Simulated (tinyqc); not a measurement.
LDA (VWN5) atom on a uniform radial grid, spin-unpolarised, for O+, step by step. Computed by tinyqc, a small Python program that keeps every step. Settings: Z = 8, points = 128, R = 6.8, functional = lda,vwn, mixing = 0.4, iteration cap = 61. Command: `OMP_NUM_THREADS=1 python tinyqc.py 26490 26491 out.jsonl` (the two numbers bound the seeds that draw the settings). One thread of a shared host (Intel(R) Xeon(R) Processor @ 2.60GHz), about 0.2 s of CPU time with the checks. Later iterations appear only in the table of the cycle.

## Iteration 1

Spherical atom on a uniform radial grid r_j = j h with h = R/(N + 1), h sum u^2 = 1 and integrals as h times sums, u(0) = u(R) = 0 (atomic units):
```
parameter           value
Z                       8
points N              128
R                6.800000
h                0.052713
mixing           0.400000
electrons in 1s         2
electrons in 2s         2
electrons in 2p         3
```

Three-point differences turn -u''/2 + [l(l+1)/2r^2 - Z/r + V] u = e u into a tridiagonal matrix (diagonal 1/h^2 + potential, off-diagonal -1/2h^2). D = sum f u^2; the Hartree potential y/r solves y'' = -D/r with y(0) = 0, y(R) = N_e; v_xc comes from rho = D/(4 pi r^2); E = sum f e - int D V + int D (V_H/2 + eps_xc); V(new) = V + mixing (V_H + v_xc - V).

eigenvalues (hartree): 1s -30.691303, 2s -7.913006, 2p -8.030452

Every 8th grid point:
```
r             V in     u(1s)      u(2s)     u(2p)         D        V_H       v_xc
0.421705  0.000000  0.688696  -0.831505  1.221626  6.808512  12.819822  -1.517374
0.843411  0.000000  0.051782  -1.102301  0.895098  4.839098   8.016337  -0.877231
1.265116  0.000000  0.002920  -0.532084  0.370521  0.978101   5.514982  -0.414686
1.686822  0.000000  0.000146  -0.188471  0.121399  0.115256   4.148801  -0.181998
2.108527  0.000000  0.000007  -0.057154  0.034993  0.010207   3.319801  -0.077192
2.530233  0.000000  3.10e-07  -0.015777  0.009302  0.000757   2.766542  -0.031677
2.951938  0.000000  1.36e-08  -0.004089  0.002338  0.000050   2.371323  -0.012491
3.373643  0.000000  5.85e-10  -0.001013  0.000564  3.01e-06   2.074908  -0.004737
3.795349  0.000000  2.47e-11  -0.000242  0.000132  1.70e-07   1.844363  -0.001740
4.217054  0.000000         0  -0.000056  0.000030  9.09e-09   1.659926  -0.000625
4.638760  0.000000         0  -0.000013  0.000007  4.68e-10   1.509024  -0.000221
5.060465  0.000000         0  -2.89e-06  1.48e-06  2.32e-11   1.383272  -0.000077
5.482171  0.000000         0  -6.37e-07  3.21e-07         0   1.276867  -0.000027
5.903876  0.000000         0  -1.39e-07  6.88e-08         0   1.185662   0.000000
6.325581  0.000000         0  -2.90e-08  1.42e-08         0   1.106618   0.000000
6.747287  0.000000         0  -2.05e-09  9.94e-10         0   1.037454   0.000000
```

total energy = -65.76262558 hartree

## Iteration 2

As before.

eigenvalues (hartree): 1s -24.361341, 2s -4.681036, 2p -4.391998

Every 8th grid point:
```
r             V in     u(1s)      u(2s)     u(2p)         D        V_H       v_xc
0.421705  4.520979  0.737284  -0.636213  1.020108  5.018573  11.815589  -1.376625
0.843411  2.855643  0.068230  -1.100104  0.983409  5.331050   7.734035  -0.904379
1.265116  2.040118  0.004968  -0.698234  0.567993  1.942960   5.468727  -0.512384
1.686822  1.586721  0.000330  -0.333351  0.266979  0.436078   4.142979  -0.271902
2.108527  1.297044  0.000021  -0.138508  0.112194  0.076132   3.319162  -0.140615
2.530233  1.093946  1.27e-06  -0.053007  0.043957  0.011416   2.766477  -0.071584
2.951938  0.943533  7.63e-08  -0.019212  0.016416  0.001547   2.371317  -0.035817
3.373643  0.828069  4.50e-09  -0.006700  0.005921  0.000195   2.074907  -0.017547
3.795349  0.737049  2.63e-10  -0.002270  0.002079  0.000023   1.844363  -0.008410
4.217054  0.663721  1.52e-11  -0.000752  0.000715  2.66e-06   1.659926  -0.003952
4.638760  0.603521         0  -0.000245  0.000242  2.95e-07   1.509024  -0.001828
5.060465  0.553278         0  -0.000078  0.000081  3.18e-08   1.383272  -0.000836
5.482171  0.510736         0  -0.000025  0.000027  3.34e-09   1.276867  -0.000378
5.903876  0.474265         0  -0.000008  0.000009  3.40e-10   1.185662  -0.000170
6.325581  0.442647         0  -2.24e-06  2.58e-06  3.00e-11   1.106618  -0.000073
6.747287  0.414982         0  -1.90e-07  2.22e-07         0   1.037454   0.000000
```

total energy = -69.52015094 hartree

## Convergence

Stop when input and output potentials agree to 1e-7.

Course of the cycle (hartree):
```
iteration             E       e(1s)      e(2s)      e(2p)  largest |V(out) - V(in)|
1          -65.76262558  -30.691303  -7.913006  -8.030452                  1.93e+01
2          -69.52015094  -24.361341  -4.681036  -4.391998                  9.74e+00
3          -70.80602771  -21.163026  -3.061803  -2.627646                  4.69e+00
4          -71.16023032  -19.621519  -2.251418  -1.773984                  2.17e+00
5          -71.23753921  -18.909099  -1.845864  -1.358309                  9.94e-01
6          -71.25148511  -18.585764  -1.640699  -1.152105                  4.64e-01
7          -71.25380934  -18.436490  -1.534123  -1.046466                  2.27e-01
8          -71.25423039  -18.364370  -1.476820  -0.990220                  1.17e-01
9          -71.25432576  -18.327522  -1.445011  -0.959206                  6.29e-02
10         -71.25435291  -18.307716  -1.426925  -0.941645                  3.51e-02
11         -71.25436176  -18.296654  -1.416474  -0.931522                  2.00e-02
...                 ...         ...        ...        ...                       ...
25         -71.25436649  -18.281273  -1.401631  -0.917170                  1.27e-05
26         -71.25436649  -18.281268  -1.401627  -0.917166                  7.54e-06
27         -71.25436649  -18.281266  -1.401625  -0.917164                  4.48e-06
28         -71.25436649  -18.281264  -1.401623  -0.917163                  2.67e-06
29         -71.25436649  -18.281263  -1.401623  -0.917162                  1.59e-06
30         -71.25436649  -18.281263  -1.401622  -0.917162                  9.43e-07
31         -71.25436649  -18.281262  -1.401622  -0.917161                  5.60e-07
32         -71.25436649  -18.281262  -1.401622  -0.917161                  3.33e-07
33         -71.25436649  -18.281262  -1.401622  -0.917161                  1.98e-07
34         -71.25436649  -18.281262  -1.401622  -0.917161                  1.18e-07
35         -71.25436649  -18.281262  -1.401622  -0.917161                  6.99e-08
```

Converged in 35 iterations. A uniform grid resolves the cusp poorly: for a bare nucleus this grid gives 1s at -30.69130 against -Z^2/2 = -32 hartree. Before convergence this energy mixes input and output and is not variational, so it may rise towards its limit.
